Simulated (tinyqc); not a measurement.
Worked calculation: thermal boundary conductance by the acoustic and diffuse mismatch models. Computed by tinyqc, a small Python program that keeps every step. Command: `OMP_NUM_THREADS=1 python tinyqc.py 3014717 3014718 out.jsonl kapitza walk`. One thread of a shared host (Intel(R) Xeon(R) Processor @ 2.30GHz), about 0.01 s of CPU time with the checks. Intermediate numbers are printed to about 6 digits and carried at full precision; extremes and crossings named in words are read from the listed rows.

Each side has one longitudinal and two transverse Debye branches, omega = v q up to q_D = (6 pi^2 n)^(1/3), with n counting all atoms. Scattering at the interface is elastic. Electrons are left out of G, also for metals. Melting is ignored. G refers to the temperatures of the phonons sent towards the interface. Linear branches over all atoms overstate G at high T, most for crystals with several atoms a cell.

Inputs (values chosen for the exercise, for two model solids):
```
quantity                    value     unit
density rho_1                10.7   g/cm^3
longitudinal velocity vL_1  13000      m/s
transverse velocity vT_1     5850      m/s
atom density n_1              114   1/nm^3
conductivity kappa_1           18  W/(m K)
density rho_2                2.82   g/cm^3
longitudinal velocity vL_2   8650      m/s
transverse velocity vT_2     5240      m/s
atom density n_2             94.3   1/nm^3
conductivity kappa_2          191  W/(m K)
temperature T                 300        K
thickness d_1                 160       nm
thickness d_2                4600       nm
heat flux J                  0.42  kW/cm^2
```

Structure: film on a substrate.

Constants: hbar = 1.054571817e-34 J s; k_B = 1.380649e-23 J/K.

## Cut-off frequencies and impedances

omega_c = v q_D for each branch, given as hbar omega_c/k_B; impedance Z = rho v.

Branches:
```
branch     v (m/s)  cut-off (K)  Z (1e6 kg/(m^2 s))
L, side 1    13000      1876.67            139.1000
T, side 1     5850       844.50             62.5950
L, side 2     8650      1172.19             24.3930
T, side 2     5240       710.09             14.7768
```

## Acoustic mismatch: transmission of each branch

No mode conversion. t(theta) = 4 Z_1 Z_2 cos(theta_1) cos(theta_2)/N^2, with N = Z_2 cos(theta_1) + Z_1 cos(theta_2) for L (the form for pressure waves) and N = Z_1 cos(theta_1) + Z_2 cos(theta_2) for both T branches (the form for shear waves polarised along the interface); sin(theta_2) = (v_2/v_1) sin(theta_1), and t = 0 beyond the critical angle arcsin(v_1/v_2); the mean over the incoming flux is alpha = 2 int t sin(theta_1) cos(theta_1) d theta_1 (64 Gauss-Legendre points).

Transmission:
```
branch  t at normal incidence  largest angle from side 1 (deg)  alpha, 1 to 2  alpha, 2 to 1
L                    0.507755                               90       0.399901       0.177051
T                    0.618037                               90       0.686600       0.550877
```

For L waves from side 1 no critical angle exists; the mean is 0.40 against 0.51 at normal incidence. For T waves from side 1 no critical angle exists, and the mean 0.69 stays near the normal-incidence 0.62.

## Diffuse mismatch: transmission at low frequency

A phonon forgets its side and branch: alpha(1 to 2) = S_2/(S_1 + S_2), S_i = 1/vL_i^2 + 2/vT_i^2.

S_1 = 6.43582e-08 s^2/m^2

S_2 = 8.62045e-08 s^2/m^2

diffuse alpha, 1 to 2 = 0.572549

## Boundary conductance

G = (k_B^4 T^3/(8 pi^2 hbar^3)) int W(x) x^4 e^x/(e^x - 1)^2 dx, x = hbar omega/(k_B T). Acoustic mismatch: W = sum over the three branches of alpha(1 to 2)/v_1^2, each up to the lower of its two cut-offs. Diffuse mismatch: W = S_1 S_2/(S_1 + S_2), where S_i sums 1/v^2 over the branches of side i still below their cut-off. Radiation limit: W = min(S_1, S_2). The integral is split at the four cut-offs (64 Gauss-Legendre points a piece, x at most 45). Boundary resistance R = 1/G and Kapitza length kappa_2/G use the diffuse value.

G, acoustic mismatch = 1700.08 MW/(m^2 K)

G, diffuse mismatch = 1754.02 MW/(m^2 K)

G, radiation limit = 2884.41 MW/(m^2 K)

boundary resistance R = 0.570118 m^2 K/GW

Kapitza length in side 2 = 108.893 nm

The diffuse value is 1.03 times the acoustic one and 61 % of the radiation limit.  Caution: at this temperature short waves carry the heat; linear branches up to q_D overstate their velocity, and inelastic processes, left out here, grow with T.

## Conductance against temperature

The formulas are those given above.

G (MW/(m^2 K)):
```
T (K)  acoustic mismatch  diffuse mismatch  radiation limit
2             0.00346481        0.00300462       0.00524780
5              0.0541376         0.0469472        0.0819969
10              0.433101          0.375578         0.655975
20               3.46481           3.00462          5.24780
40               27.7160           24.0354          41.9792
80               210.263           184.220          320.518
150              827.275           775.926          1317.29
300              1700.08           1754.02          2884.41
600              2168.76           2344.04          3798.91
1000             2298.42           2514.52          4060.12
```

All three follow T^3 at the cold end (exponent 3.00 for the diffuse model) and flatten at high T (exponent 0.14 at the hot end); the lowest cut-off is 710 K. The ratio of diffuse to acoustic goes from 0.87 to 1.09. The plateau is set by the frequencies that both sides share.

## Temperature rise through the stack

In series: Delta T = J (d_1/kappa_1 + R + d_2/kappa_2), with bulk conductivities in the layers and one-dimensional flow.

temperature drops (K): film 0.0373333, interface 0.00239450, substrate 0.101152

total rise Delta T = 0.140880 K

interface share of film plus interface = 0.0602725

The substrate takes the largest drop, 72 % of the total.

Checks made by the program: detailed balance alpha_12/v_1^2 = alpha_21/v_2^2 (relative difference below 1e-10); low-temperature limit G = pi^2 k_B^4 T^3 alpha S_1/(30 hbar^3) (relative difference below 1e-10).
